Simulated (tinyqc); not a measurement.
# CMOS latch-up, two-transistor model: several studies

A parasitic pnp (emitter at Vdd, base shunted by Rw) and npn (emitter at ground, base shunted by Rs) feed each other: the npn collector current flows out of the pnp base node, the pnp collector current into the npn base node. Forward-active transistors with constant gains: Icn = Isn exp(Vn/Vt), Icp = Isp (exp(Vp/Vt) - 1). A current Ii is injected into the npn base node.

Inputs (values chosen for the exercise); values close to those of bulk CMOS:
- T = 293 K (temperature)
- bn = 15.1 (current gain of the npn)
- bp = 4.5 (current gain of the pnp)
- Isn = 1.3e-15 A (saturation current of the npn at T)
- Isp = 1.3e-16 A (saturation current of the pnp at T)
- Rs = 94 ohm (substrate resistance shunting the npn)
- Rw = 3300 ohm (well resistance shunting the pnp)
- R2 = 86 ohm (resistance from the pnp collector to the npn base)
- Von = 0.68 V (base-emitter voltage in the on state)
- Vsat = 0.19 V (saturation voltage)
- Vdd = 1.2 V (supply voltage)

Constants: q = 1.602176634e-19 C, kB = 1.380649e-23 J/K, Vt = kB T/q. Results are converted to the units shown.

Each table varies one quantity; the others keep the values above.

## Effect of the substrate resistance shunting the npn

Node equations: Vp/Rw + Icp/bp = Icn and Vn/Rs + Icn/bn = Icp + Ii. Loop gain G = gn gp/[(1/Rw + gp/bp)(1/Rs + gn/bn)], gn = Icn/Vt, gp = (Icp + Isp)/Vt; the off state ends where G = 1, and Ii there is the trigger current. On state with both base-emitter voltages at Von: npn base current Ib = (Von/Rs + bp Von/Rw)/(bn bp - 1), holding current Ih = (bn + 1) Ib + Von/Rs, holding voltage Vh = Vsat + Von + R2 (Ib + Von/Rs).

Effect of the substrate resistance shunting the npn:
```
Rs (ohm),Vn at trigger (V),trigger current (mA),Ih (mA),Vh (V)
9.4,0.67887,70.521,89.960,7.1854
18,0.66361,36.369,47.085,4.1686
35,0.65369,18.604,24.324,2.5670
68,0.65092,9.5611,12.628,1.7440
130,0.64970,4.9999,6.7116,1.3278
250,0.64885,2.6025,3.5971,1.1086
490,0.64813,1.3320,1.9445,0.99232
940,0.64756,0.69899,1.1204,0.93433
```

As Rs goes from 9.4 to 940 ohm, the trigger current falls from 70.5 to 0.699 mA, Ih falls from 90.0 to 1.12 mA and Vh falls from 7.19 to 0.934 V. Vh exceeds the supply Vdd = 1.2 V, which then cannot sustain a latched state, in 5 of the 8 rows. The trigger current goes as Rs^(-1.00): most of it flows through the shunt. For Rs = 9.4 the holding current passes 50 mA, where high injection lowers the gains.

## Effect of the well resistance shunting the pnp

Same model as above.

Results:
```
Rw (ohm),Vn at trigger (V),trigger current (mA),Ih (mA),Vh (V)
330,0.7080,7.645,11.20,1.513
640,0.6912,7.405,10.12,1.508
1200,0.6753,7.206,9.587,1.505
2400,0.6580,7.004,9.280,1.503
8900,0.6281,6.651,9.056,1.502
17000,0.6218,6.512,9.017,1.502
33000,0.6207,6.426,8.996,1.502
```

Estimate the missing row, Rw = 4600 ohm.

Computed row:
```
Rw (ohm),Vn at trigger (V),trigger current (mA),Ih (mA),Vh (V)
4600,0.6423,6.824,9.134,1.502
```

With this row back in the table: As Rw goes from 330 to 33000 ohm, the trigger current falls from 7.65 to 6.43 mA, Ih falls from 11.2 to 9.00 mA and Vh falls from 1.51 to 1.50 V. Vh exceeds the supply Vdd = 1.2 V, which then cannot sustain a latched state, in 8 of the 8 rows. For Rw = 330, 640 Vn at the trigger exceeds the fixed Von of the on-state formulas, so Ih and Vh are too low there.

## Effect of the resistance from the pnp collector to the npn base

Same model as above.

The same in every row: Vn at trigger (V) = 0.6502; trigger current (mA) = 6.915; Ih (mA) = 9.197.

Effect of the resistance from the pnp collector to the npn base:
```
R2 (ohm),Vh (V)
5,0.9068
14,0.9730
37,1.142
100,1.606
270,2.856
740,6.313
2000,15.58
```

As R2 goes from 5 to 2000 ohm, the trigger current stays at 6.91 mA, Ih stays at 9.20 mA and Vh rises from 0.907 to 15.6 V. Vh exceeds the supply Vdd = 1.2 V, which then cannot sustain a latched state, in 4 of the 7 rows.

Program tinyqc, `OMP_NUM_THREADS=1 python tinyqc.py 2670118 2670119 out.jsonl`; Intel Xeon 2.30GHz, shared host, one thread, about 0.07 s.
